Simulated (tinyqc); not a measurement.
Five-level k.p model folded onto the conduction band, step by step. Values are carried at full precision from step to step, so a last printed digit may differ when a step is redone from the rounded ones.

Second-order sums for the lowest conduction level at E: 1/m = 1 + Cm + (Ep/3)(2/E + 1/(E + Dso)) - (Ep2/3)(2/(E7 + D2 - E) + 1/(E7 - E)); g/2 = 1 + Cg - (Ep/3)(1/E - 1/(E + Dso)) - (Ep2/3)(1/(E7 - E) - 1/(E7 + D2 - E)). E is counted from the top of the valence band; E = Eg at the edge.

Constants: hbar^2/2m0 = 3.80998211 eV angstrom^2.

Parameters, chosen for this exercise (near those of InSb; the results hold for these values, not for the real material):
- Eg = 0.239 eV (gap at Gamma to the s-like level)
- Dso = 0.813 eV (spin-orbit splitting)
- Ep = 23.2 eV (Kane energy)
- E7 = 3.18 eV (upper Gamma7 conduction level, from the valence top)
- D2 = 0.36 eV (its spin-orbit splitting, Gamma8 above Gamma7)
- Ep2 = 5.6 eV (Kane energy to the upper levels)
- Cm = -1 (remote term in 1/m)
- Cg = -0.02 (remote term in g/2)
- k = 0.013 1/angstrom (wave vector along z)

## Mass and g factor term by term

Evaluate at E = Eg.

Terms:
```
level           part of 1/m  part of g
free + remote        0.0000     1.9600
Gamma8 valence      64.7141   -64.7141
Gamma7 valence       7.3511    14.7022
Gamma8 upper        -1.1310     1.1310
Gamma7 upper        -0.6347    -1.2694
```

m = 0.0142 m0
g = -48.190

The valence levels give 72.07 to 1/m and the upper levels take 1.77 away. In g the two valence terms nearly cancel when Dso is small against Eg; here Dso/Eg = 3.40 and they leave -50.012, the upper pair -0.138.

## The matrix at one k

For k along z and one spin sector the level c couples to four states. With c0 = hbar^2/2m0, P = sqrt(Ep c0), P2 = sqrt(Ep2 c0): diagonal Eg + (1 + Cm) c0 k^2 for c, and 0, -Dso, E7 + D2, E7 for lh, so, G8 up, G7 up (their own dispersion is left out); couplings of c: sqrt(2/3) P k to lh, sqrt(1/3) P k to so, sqrt(2/3) P2 k to G8 up, sqrt(1/3) P2 k to G7 up (phases chosen real).

Fill in the matrix.

H (eV), rows c, lh, so, G8 up, G7 up and columns alike:
$$\begin{pmatrix}
0.23900 & 0.09979 & 0.07056 & 0.04903 & 0.03467 \\
0.09979 & 0 & 0 & 0 & 0 \\
0.07056 & 0 & -0.81300 & 0 & 0 \\
0.04903 & 0 & 0 & 3.54000 & 0 \\
0.03467 & 0 & 0 & 0 & 3.18000
\end{pmatrix}$$

## Exact folding onto c

Solve E = H_cc + S(E), S(E) = sum_j H_cj^2/(E - H_jj), from E = H_cc, by plain substitution and by Newton steps on E - H_cc - S(E). The weight of c in the state is Z = 1/(1 - dS/dE). The exact level is the third eigenvalue of H from below.

Iterates (eV):
```
step  substitution   Newton
0          0.23900  0.23900
1          0.28426  0.27739
2          0.27742  0.27821
3          0.27831  0.27821
4          0.27819  0.27821
5          0.27821  0.27821
6          0.27821  0.27821
7          0.27821  0.27821
```

exact level = 0.27821 eV
Z = 0.8824

Substitution multiplies the error by about dS/dE = 1 - 1/Z = -0.133 a step, so it alternates; after 7 steps it is off by 3.3e-08 eV, while Newton is within 1e-5 eV from step 2 on.

## Loewdin series

Expanding E = H_cc + S(E) about Eg in powers of k^2, with s_n = sum_j H_cj^2/(Eg - H_jj)^n: order k^2: e2 = (1 + Cm) c0 k^2 + s1; order k^4: e4 = -s2 e2; order k^6: e6 = s3 e2^2 + s2^2 e2.

Give each order and the partial sums, counted from Eg.

s1 (eV), s2 (no unit), s3 (1/eV); (1 + Cm) c0 k^2 is H_cc - Eg: [0.04526, 0.17920, 0.73364]

e2, e4, e6 (eV): [0.04526, -0.00811, 0.00296]

partial sums (eV): [0.04526, 0.03715, 0.04011]

The exact value is 0.03921 eV; the errors of the partial sums are +6.06, -2.05 and +0.90 meV.

## Checks

- Curvature of the exact level at small k against the sum for 1/m: both 70.299.

(tinyqc, `OMP_NUM_THREADS=1 python tinyqc.py 1050589 1050590 out.jsonl`, Intel(R) Xeon(R) Processor @ 2.30GHz, 1 thread, shared host, about 0.01 s.)
